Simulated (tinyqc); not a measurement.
Changing the thickness t2: wafer bonding and layer transfer: bond energy, gap closing, particles, bonding of dissimilar wafers and hydrogen blisters. Computed by tinyqc, a small Python program. Command: `OMP_NUM_THREADS=1 python tinyqc.py 3000606 3000607 out.jsonl bond sweep`. One thread of a shared host (Intel(R) Xeon(R) Processor @ 2.30GHz), about 0.01 s of CPU time with the checks.

gamma is the energy per area of each of the two surfaces; plates are isotropic.

Inputs (values chosen for the exercise, for model wafers):
```
quantity                              value        unit
Young's modulus E1                      141         GPa
Young's modulus E2                      425         GPa
Poisson ratio nu                       0.22           -
thickness t1                            300  micrometre
blade thickness t_b                      80  micrometre
crack length L                          9.8          mm
expansion mismatch alpha_2 - alpha_1  -0.89      1e-6/K
heating dT                              450           K
```

Pair: two different wafers.

Method. Two cantilevers opened by t_b: gamma = 3 t_b^2 E1 t1^3 E2 t2^3/(16 L^4 (E1 t1^3 + E2 t2^3)). M = E/(1 - nu), misfit e = (alpha_2 - alpha_1) dT. Curvature k = 6 M1 M2 t1 t2 (t1 + t2) e/[M1^2 t1^4 + M2^2 t2^4 + 2 M1 M2 t1 t2 (2 t1^2 + 3 t1 t2 + 2 t2^2)]; force per width F = k (M1 t1^3 + M2 t2^3)/(6 (t1 + t2)); at the interface s1 = F/t1 + M1 k t1/2, s2 = -F/t2 - M2 k t2/2; stored biaxial energy U = F^2 [1/(M1 t1) + 1/(M2 t2)] + k^2 (M1 t1^3 + M2 t2^3)/12; the pair can part when U > 2 gamma.

One run for each value; columns: (1) thickness t2 (micrometre); (2) stored energy U (J/m^2); (3) curvature (1/m); (4) stress in wafer 2 at the interface (MPa); (5) stress in wafer 1 at the interface (MPa):
```
(1)      (2)      (3)     (4)      (5)
87    1.2803  -1.4166  70.320  -49.068
180   1.4020  -1.2511  80.798  -45.592
360   2.4061  -0.7851  93.691  -41.315
740   4.5442  -0.3137  78.581  -46.328
1500  6.4328  -0.0941  49.154  -56.090
```

Describe the trends.

Over the rows, stored energy U (J/m^2) rises from 1.28 to 6.43 (exponent d ln y / d ln x 0.12 between the first rows and 0.49 between the last); curvature (1/m) rises from -1.42 to -0.0941 (exponent d ln y / d ln x -0.17 between the first rows and -1.7 between the last); stress in wafer 2 at the interface (MPa) goes from 70.3 through a maximum among these rows, 93.7 at 360, to 49.2.  Left out: 5.00, 10.0, 21.0, 42.0 (bond energy out of the physical range).

Caution (rows 87.0, 180, 360): on a wafer of 100 mm the sag k R^2/2 would exceed half the thickness of the pair, beyond the small-deflection theory: the plate stiffens. Caution (rows 740, 1500): the crack is short against the thickness, so root rotation and shear add to the beam formula.

Extremes, crossings and ranges named in words are read from the listed rows.
